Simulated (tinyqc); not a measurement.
Sp3 tight binding, zinc-blende lattice, step by step. One step of it, computed by the program tinyqc.

Task: Bloch Hamiltonian at L. Slater-Koster rules over the four bonds with direction cosines (l, m, n): ss V_ss; s-px l V_sp; px-s -l V_sp; px-px l^2 V_pps + (1 - l^2) V_ppp; px-py l m (V_pps - V_ppp); each times exp(i k.d).

Parameters chosen for this model: zinc-blende lattice, anion at 0, cation at a/4 (1,1,1); V = eta hbar^2 / (m d^2), hbar^2/m = 7.619964 eV angstrom^2:
```
parameter          value      unit
a               6.370000  angstrom
d               2.758291  angstrom
Es anion      -16.900000        eV
Ep anion       -9.730000        eV
Es cation      -9.630000        eV
Ep cation      -5.930000        eV
eta ss         -1.410000
eta sp          1.910000
eta pp sigma    2.380000
eta pp pi      -0.750000
V ss           -1.412186        eV
V sp            1.912961        eV
V pp sigma      2.383690        eV
V pp pi        -0.751163        eV
```

k point L (2 pi / a): 0.500000  0.500000  0.500000

Give: H(k) at L.

Result:

H(k) at L (eV), lower triangle (Hermitian):
```
                  a s             a px             a py             a pz
a s          -16.9000
a px           0.0000          -9.7300
a py           0.0000           0.0000          -9.7300
a pz           0.0000           0.0000           0.0000          -9.7300
c s   -1.9971-1.9971i   1.5619+1.5619i   1.5619+1.5619i   1.5619+1.5619i
c px  -1.5619-1.5619i   0.4155+0.4155i  -1.4778-1.4778i  -1.4778-1.4778i
c py  -1.5619-1.5619i  -1.4778-1.4778i   0.4155+0.4155i  -1.4778-1.4778i
c pz  -1.5619-1.5619i  -1.4778-1.4778i  -1.4778-1.4778i   0.4155+0.4155i

          c s     c px     c py     c pz
c s   -9.6300
c px   0.0000  -5.9300
c py   0.0000   0.0000  -5.9300
c pz   0.0000   0.0000   0.0000  -5.9300
```
